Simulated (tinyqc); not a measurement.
Quasi-harmonic thermal expansion with mode Grueneisen parameters: one step, computed by the program tinyqc. Command: `OMP_NUM_THREADS=1 python tinyqc.py 3022678 3022679 out.jsonl qha walk`. One thread of a shared host (Intel(R) Xeon(R) Processor @ 2.30GHz), about 0.03 s of CPU time with the checks.

A crystal with two atoms a cell; per atom there are 1 transverse acoustic (TA), 1/2 longitudinal acoustic (LA) and 3/2 optical (O) modes. Every frequency of group i scales as nu_i (V/V0)^(-gamma_i). Each group has one frequency. Static energy: E = (9 V0 B0/16) [y^3 B' + y^2 (2 - 4 y)], y = (V0/V)^(2/3) - 1, with pressure P_s = (3 B0/2) (z^7 - z^5) [1 + (3/4)(B' - 4)(z^2 - 1)], z = (V0/V)^(1/3).

Question. Properties at the equilibrium volume. For a mode with x = h nu/(k_B T), n = 1/(exp(x) - 1): U = h nu (n + 1/2), C/k_B = x^2 n (n + 1); U_i and C_i sum these over group i with its weight per atom. Phonon pressure P_ph = sum_i gamma_i U_i/V. B_T = -V d(P_s + P_ph)/dV at fixed T (central difference, step 1e-4 V); alpha_V = sum gamma_i C_i k_B/(B_T V), all at V(T); the linear coefficient is alpha_L = alpha_V/3. C_P - C_V = alpha_V^2 B_T V T; the optical frequency is nu_O (V/V0)^(-gamma_O).

Inputs (values chosen for the exercise, modelled on magnesium oxide):
```
quantity,value,unit
static volume V0,9.34,angstrom^3/atom
static bulk modulus B0,165,GPa
static B',3.95,-
frequency nu_TA,8.32,THz
frequency nu_LA,13.6,THz
frequency nu_O,14.9,THz
Grueneisen parameter gamma_TA,1.2,-
Grueneisen parameter gamma_LA,1.5,-
Grueneisen parameter gamma_O,1.8,-
temperature T,800,K
```

Acoustic groups: Einstein.

volume V(T) = 9.683556 angstrom^3/atom

Constants: h x 1 THz = 4.135667696 meV; k_B = 8.617333262e-05 eV/K; 1 eV/angstrom^3 = 160.2176634 GPa.

Give: volume change from V0; isothermal bulk modulus B_T; linear expansion coefficient; C_V; C_P - C_V; optical frequency at V(T).

Answer.

volume change from V0 = 3.678 %

isothermal bulk modulus B_T = 149.1 GPa

linear expansion coefficient = 14.15 ppm/K

C_V = 2.872 k_B/atom

C_P - C_V = 0.1508 k_B/atom

optical frequency at V(T) = 13.96 THz
